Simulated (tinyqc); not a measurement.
# Film and buried-oxide thickness from two coupling ratios

Question. In a depleted film -dVT/dVb is k1 = Cs Cbox/(Cox (Cs + Cbox)) for a front channel and k2 = Cbox (Cox + Cs)/(Cox Cs) for a back channel, with Cox = eps0 eox/tox, Cs = eps0 eps_r/ts, Cbox = 3.9 eps0/tb. Find ts and tb.

Inputs (values chosen for the exercise); band and dielectric values those of a made-up semiconductor: relative permittivity eps_r = 14.2; relative permittivity of the gate insulator (close to silicon dioxide) eox = 3.9; insulator thickness tox = 1.1 nm.

coupling ratios for a front and a back channel: [0.017779903, 0.049460094]

Answer. With y = Cox/Cs and z = Cox/Cbox, 1/k1 = y + z and k2 = (1 + y)/z, so y = (k2/k1 - 1)/(1 + k2); the thicknesses follow from y and z.

ts = 6.80 nm
tb = 60.0 nm

Program tinyqc, `OMP_NUM_THREADS=1 python tinyqc.py 2190160 2190161 out.jsonl`; Intel Xeon 2.30GHz, shared host, one thread, about 0.4 s.
